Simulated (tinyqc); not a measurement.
# One-diode model of a solar cell: what changes with what

J is the current delivered and Vj = V + J Rs the junction voltage. J = X JL - J01 (exp(Vj/(n1 Vt)) - 1) - Vj/Rp. The photocurrent does not depend on voltage.

Parameters, values chosen for the exercise; values of the order met in cells of a lead-halide perovskite: temperature T = 348 K; photocurrent at one sun JL = 24.2 mA/cm^2; concentration X = 1 suns; saturation current of the diode J01 = 5e-10 A/cm^2; ideality factor of the diode n1 = 1.67; series resistance Rs = 0.46 ohm cm^2; shunt resistance Rp = 20000 ohm cm^2; incident power at one sun Pin = 100 mW/cm^2.

Constants: q = 1.602176634e-19 C, kB = 1.380649e-23 J/K, Vt = kB T/q. Results are converted to the units shown.

Each table varies one quantity; the others keep the values above.

## Effect of the series resistance

Jsc at V = 0, Voc at J = 0, the maximum power point where J (1 + 2 Rs G) = G Vj with G = -dJ/dVj; FF = Vmp Jmp/(Voc Jsc); efficiency Vmp Jmp/(X Pin). Empirical fill factor without parasitics FF0 = (v - ln(v + 0.72))/(v + 1), v = Voc/(n1 Vt).

The same in every row: Voc (V) = 0.88608; FF0 = 0.79067.

Effect of the series resistance:
```
Rs (ohm cm^2)  Jsc (mA/cm^2)  Vmp (V)  Jmp (mA/cm^2)       FF  efficiency (%)
0                     24.200  0.74741         22.648  0.78939          16.927
0.05                  24.200  0.74641         22.644  0.78819          16.901
0.11                  24.200  0.74521         22.639  0.78676          16.871
0.25                  24.200  0.74242         22.627  0.78342          16.799
0.55                  24.199  0.73647         22.602  0.77628          16.645
1.2                   24.199  0.72365         22.544  0.76086          16.314
2.7                   24.197  0.69462         22.396  0.72558          15.557
6                     24.193  0.63400         21.973  0.64985          13.931
```

What does the table show?

As Rs goes from 0 to 6, Voc stays at 0.886 V, FF falls from 0.789 to 0.650 and the efficiency falls from 16.9 to 13.9 %. Voc does not depend on Rs, since no current flows through it at open circuit; between the first two rows FF drops by 1.11 times rs = Rs Jsc/Voc in relative terms.

## Effect of the concentration

Same model as above.

Effect of the concentration:
```
X (suns)  Jsc (mA/cm^2)  Voc (V)  Vmp (V)  Jmp (mA/cm^2)      FF  efficiency (%)     FF0
0.01             0.2420   0.6483   0.5214         0.1993  0.6623           10.39  0.7408
0.04             0.9680   0.7231   0.5936         0.8676  0.7357           12.87  0.7591
0.1               2.420   0.7701   0.6374          2.216  0.7580           14.13  0.7693
0.5               12.10   0.8513   0.7101          11.27  0.7767           16.00  0.7847
2                 48.40   0.9208   0.7618          45.30  0.7743           17.25  0.7963
6                 145.2   0.9759   0.7770          135.7  0.7438           17.57  0.8045
20                484.0    1.036   0.7126          440.7  0.6261           15.70  0.8126
80                 1914    1.106   0.5642           1087  0.2898           7.668  0.8212
300                2501    1.172   0.5864           1252  0.2505           2.447  0.8286
```

What does the table show?

As X goes from 0.01 to 300, Voc rises from 0.648 to 1.17 V, FF goes from 0.662 through a maximum of 0.777 (at X = 0.5 among the rows listed) to 0.250 and the efficiency goes from 10.4 through a maximum of 17.6 (at X = 6 among the rows listed) to 2.45 %. Voc gains 115 mV a decade at the top and 124 mV at the bottom (n1 Vt ln 10 = 115 mV). Past the optimum the loss in Rs, which grows as J^2, outruns the gain in Voc: at the best row X JL Rs = 1.3 n1 Vt. For X = 80, 300 Rs Jsc exceeds half of Voc, so the series resistance shapes the curve and drives FF towards the 1/4 of a resistor.

Program tinyqc, `OMP_NUM_THREADS=1 python tinyqc.py 2280035 2280036 out.jsonl`; Intel Xeon 2.30GHz, shared host, one thread, about 0.01 s.
